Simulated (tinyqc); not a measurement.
Three-phonon processes in a diatomic chain: dispersion, energy and momentum conservation, and decay channels of optical phonons: one step, computed by the program tinyqc.

Cell length a, two atoms, one spring constant. x = q a/pi runs from -1 to 1; A and O are the acoustic and optical branches. Matrix elements are not computed: only conservation laws and occupation factors are followed.

Problem. Dispersion. omega^2 = k (1/m + 1/M) -/+ k sqrt((1/m + 1/M)^2 - 4 sin^2(pi x/2)/(m M)); nu = 15.6333042 THz x sqrt(omega^2) for eV/(angstrom^2 u).

Inputs (values chosen for the exercise, for a model chain): light mass m = 10.8 u; heavy mass M = 51.8 u; spring constant k = 3.6 eV/angstrom^2.

Constants: nu for 1 eV/(angstrom^2 u) = 15.6333042 THz.

Give: the table «Branches» with the columns nu_A (THz), nu_O (THz), for x = 0.10, 0.20, 0.35, 0.50, 0.65, 0.80, 0.90, 1.00.

Solution.

Branches:

| x | nu_A (THz) | nu_O (THz) |
|---|---|---|
| 0.10 | 0.8309 | 14.008 |
| 0.20 | 1.6498 | 13.935 |
| 0.35 | 2.8283 | 13.744 |
| 0.50 | 3.9030 | 13.479 |
| 0.65 | 4.8125 | 13.181 |
| 0.80 | 5.4768 | 12.919 |
| 0.90 | 5.7384 | 12.805 |
| 1.00 | 5.8284 | 12.765 |
